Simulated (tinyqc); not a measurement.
Conductance against temperature: phonon transmission through an interface between two chains by Green functions. Computed by tinyqc, a small Python program. Command: `OMP_NUM_THREADS=1 python tinyqc.py 3013744 3013745 out.jsonl agf walk`. One thread of a shared host (Intel(R) Xeon(R) Processor @ 2.30GHz), about 0.01 s of CPU time with the checks.

Two semi-infinite chains (masses m_1, m_2; springs k_1, k_2), motion along the chain. The central region holds the end atom of each chain and two interlayer atoms of mass m_b, joined by springs k_b. lambda = omega^2 in eV/(angstrom^2 u); nu = 15.6333042 THz x sqrt(lambda).

Inputs (values chosen for the exercise, for two model chains): mass m_1 = 40.4 u; spring k_1 = 8.31 eV/angstrom^2; mass m_2 = 38.3 u; spring k_2 = 5.25 eV/angstrom^2; junction spring k_b = 1.93 eV/angstrom^2; interlayer mass m_b = 19.9 u; probe frequency / lower band top = 0.28.

Atoms in the interlayer: two.

Constants: nu for 1 eV/(angstrom^2 u) = 15.6333042 THz; h x 1 THz = 4.135667696 meV; k_B = 8.617333262e-05 eV/K; k_B = 1.380649e-23 J/K; h = 6.62607015e-34 J s.

Method:
- nu_max = 15.6333042 THz x 2 sqrt(k/m); impedance Z = sqrt(k m); long-wave transmission 4 Z_1 Z_2/(Z_1 + Z_2)^2; the probe frequency is the given share of the lower band top.
- In chain i, sin(q_i a/2) = nu/nu_max,i. An outgoing wave makes the next atom move as exp(i q_i a) times the end atom, so the lead adds the self-energy Sigma_i = -k_i exp(i q_i a) to the force-constant matrix; Gamma_i = -2 Im Sigma_i = 2 k_i sin(q_i a).
- A = lambda M - K - Sigma over the central atoms, with K_ii the sum of the springs at i, K_(i,i+1) = -k_b; G = inverse of A; transmission = Gamma_1 Gamma_2 |G_(first,last)|^2.
- Landauer conductance G = k_B int tau(nu) x^2 e^x/(e^x - 1)^2 d nu, x = h nu/(k_B T), from 0 to the lower band top (240 Gauss-Legendre points in s from 0 to 1, nu = nu_top sin(pi s/2)); tau is the transmission, and its thermal mean is G over the value for tau = 1 in the same window; the quantum is g_0 = pi^2 k_B^2 T/(3 h).

band top of chain 1 = 14.1805 THz

band top of chain 2 = 11.5761 THz

Conductance:
```
T (K)  G (pW/K)  mean transmission     G/g_0  G for transmission 1 (pW/K)
1       0.92978            0.98241   0.98241                      0.94643
5        4.5146            0.95403   0.95403                       4.7322
20       14.640            0.77343   0.77343                       18.929
50       30.636            0.64784   0.64741                       47.290
100      51.621            0.57525   0.54543                       89.737
200      66.806            0.50586   0.35294                       132.07
400      72.564            0.47825   0.19168                       151.73
800      74.193            0.47043  0.097991                       157.71
```

What follows from these numbers?

At 1 K G/g_0 = 0.982; as T goes to 0 it tends to the long-wave transmission, where only the impedances count. Towards high T all modes count more and more alike; at 800 K G is 74.2 pW/K and the mean transmission is 0.470, which is well below the low-T value.
